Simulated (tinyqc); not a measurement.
Band-to-band tunnelling and avalanche in a reverse-biased abrupt junction: one step, computed by the program tinyqc. Command: `OMP_NUM_THREADS=1 python tinyqc.py 3020725 3020726 out.jsonl zener walk`. One thread of a shared host (Intel(R) Xeon(R) Processor @ 2.30GHz), about 0.01 s of CPU time with the checks.

Direct Kane tunnelling in the local field (for indirect gaps the mass is an effective fit) and one ionisation coefficient for both carriers. N is the doping of the light side, or N_A N_D/(N_A + N_D) for the symmetric junction; the built-in voltage is taken as E_g/e.

Task: Junction at the given bias. E_g(T) = E_g - (T - 300 K)(-dE_g/dT); b(T) = b [1 + (rise)(T - 300 K)]; w = sqrt(2 eps eps_0 (V_R + E_g/e)/(e N)); F_m = 2 (V_R + E_g/e)/w; the field falls linearly from F_m to 0 on both sides.

Inputs (values chosen for the exercise, modelled on SiGe):
```
quantity,value,unit
"band gap at 300 K, E_g",0.899,eV
"gap narrowing with temperature, -dE_g/dT",0.32,meV/K
permittivity eps,13.5,-
effective doping N,5.5e+17,1/cm^3
reverse bias V_R,0.93,V
temperature T,300,K
```

Junction: symmetric.

Constants: eps_0 = 8.8541878128e-12 F/m; e = 1.602176634e-19 C.

Give: E_g(T); depletion width w; peak field F_m; shortest tunnelling distance E_g/(e F_m).

Result:

E_g(T) = 0.899 eV

depletion width w = 70.44 nm

peak field F_m = 0.5193 MV/cm

shortest tunnelling distance E_g/(e F_m) = 17.31 nm
